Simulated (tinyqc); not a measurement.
What moves the results: pair of shallow donors (hydrogen-like orbitals). A value that a table varies takes the place of the one given here.

Each donor has the orbital exp(-r/a); energy unit Ha* = q/(eps a), q = e^2/(4 pi eps0), so that a lone donor is bound by Ha*/2; x = R/a. One electron: S = (1 + x + x^2/3) exp(-x), j = 1/x - (1 + 1/x) exp(-2x), k = (1 + x) exp(-x); levels E(+/-) = -1/2 - (j +/- k)/(1 +/- S) in Ha*, without the repulsion of the ions, split by D = |E(-) - E(+)|. In six valleys the overlaps S and k are multiplied by v = [cos(K Rx) + cos(K Ry) + cos(K Rz)]/3, K = k0 (2 pi/a_lat), for isotropic envelopes and the symmetric valley state.

Two electrons, Heitler-London: with S' = (1 - x + x^2/3) exp(x), C = 1/x - exp(-2x)(1/x + 11/8 + 3x/4 + x^2/6), X = (1/5){exp(-2x)(25/8 - 23x/4 - 3x^2 - x^3/3) + (6/x)[S^2 (0.5772157 + ln x) + S'^2 Ei(-4x) - 2 S S' Ei(-2x)]}, Q = C - 2j + 1/x and A = X - 2 S k + S^2/x, the singlet and triplet lie at (Q +/- w A)/(1 +/- w S^2) from two lone donors, with the valley weight w = v^2; the exchange is J = triplet - singlet.

Constants: e^2/(4 pi eps0) = 14.39964547 eV angstrom.

Inputs chosen for the exercise (near those of two donors in Si; not measured data): a = 17 angstrom (orbital radius); eps = 11.3 (dielectric constant); a_lat = 5.431 angstrom (lattice constant); k0 = 0.856 2 pi/a_lat (valley position); sites = ((9, 0, 0), (9.25, 0.25, 0.25), (9.5, 0.5, 0), (9, 0.5, 0.5), (8.75, 0.25, -0.25), (9.75, 0.25, -0.25), (9, 1, 0), (9.25, 0.75, -0.25), (10, 0.5, 0.5)) a_lat (positions of the second donor); Ns = (0.039, 0.097, 0.23, 0.58, 1.4, 2.9, 5.8) x 1e18/cm^3 (donor densities); n = (19, 0, 0) a_lat (separation vector).

## Placement within one cell

D and J for each site, and for v = 1.

Results:
```
site                 R (angstrom)       v  D (meV)  J (micro-eV)  J for v = 1
(9, 0, 0)                    48.9   0.572     8.09      2.23e+03     6.95e+03
(9.25, 0.25, 0.25)           50.3   0.440     5.82      1.19e+03     6.26e+03
(9.5, 0.5, 0)                51.7   0.259     3.22           372     5.64e+03
(9, 0.5, 0.5)                49.0  -0.695     10.0      3.27e+03     6.87e+03
(8.75, 0.25, -0.25)          47.6  -0.183     2.59           251     7.66e+03
(9.75, 0.25, -0.25)          53.0  -0.040    0.467          7.89     5.10e+03
(9, 1, 0)                    49.2   0.444     6.11      1.32e+03     6.80e+03
(9.25, 0.75, -0.25)          50.4   0.156     2.01           148     6.20e+03
(10, 0.5, 0.5)               54.4  -0.910     11.1      3.76e+03     4.55e+03
```

How do the results move?

Over these sites the envelope alone changes J by a factor 1.68, and the valley factor v^2 by 528; J runs from 7.89 at (9.75, 0.25, -0.25) to 3.76e+03 micro-eV at (10, 0.5, 0.5). Moves of less than one lattice constant change the phases of the valleys along each axis that moves, so the placement must be exact to the site.

## From lone donors to an impurity band (impurity band of shallow donors (Hubbard estimate))

Donors on a simple cubic lattice of spacing R = N^(-1/3) (1/angstrom^3 = 1e24/cm^3), Ha* = q/(eps a), q = e^2/(4 pi eps0), x = R/a. Hopping t = Ha* (1 + x) exp(-x), band width B = 12 t, on-site repulsion U = (5/8) Ha*; the gap closes near B/U = 1.15. Valley factors and disorder are left out.

Results:
```
N (1e18/cm^3)  R (angstrom)  N^(1/3) a   t (meV)   B (meV)       B/U
0.039                 294.9      0.058  4.03e-05  0.000483  1.03e-05
0.097                 217.6      0.078   0.00285    0.0342  0.000730
0.23                  163.2      0.104    0.0538     0.645    0.0138
0.58                  119.9      0.142     0.522      6.26     0.134
1.4                    89.4      0.190      2.44      29.3     0.625
2.9                    70.1      0.242      6.21      74.5      1.59
5.8                    55.7      0.305      12.1       146      3.11
```

What can be read from the table?

B/U passes 1.15 between 1.4 and 2.9 x 1e18/cm^3; the root is x = 4.52, N^(1/3) a = 0.221, N = 2.2 x 1e18/cm^3, below the 3.6 that the empirical rule N^(1/3) a = 0.26 gives; the estimate is rough, since random positions, the overlap of the orbitals and screening are left out. While N grows by 149 times, t grows by 3.01e+05 times.

## What each parameter does

x, D = |E(-) - E(+)| and J. Each row changes one parameter from the base and keeps the others.

Results:
```
case                       x  D (meV)  J (micro-eV)
base                   6.070   0.8581          24.5
a = 15.3 angstrom      6.744   0.5437          8.92
eps = 12.4             6.070   0.7819          22.3
k0 = 0.836 2 pi/a_lat  6.070    1.233          50.5
n = (20, 0, 0) a_lat   6.389   0.9406          29.5
```

What can be read from the table?

The largest shifts from the base row, up to three for each result and ties (the steps differ in size, so this ranks the rows, not the parameters). x: a +0.674, n +0.319; unchanged at the printed digits by eps and k0. D (meV): k0 +0.375, a -0.314, n +0.0825. J (micro-eV): k0 +26.0, a -15.6, n +5.01.

Run: tinyqc, `OMP_NUM_THREADS=1 python tinyqc.py 1250551 1250552 out.jsonl`; Intel(R) Xeon(R) Processor @ 2.30GHz, one thread, shared host; about 0.01 s of CPU time with all checks.
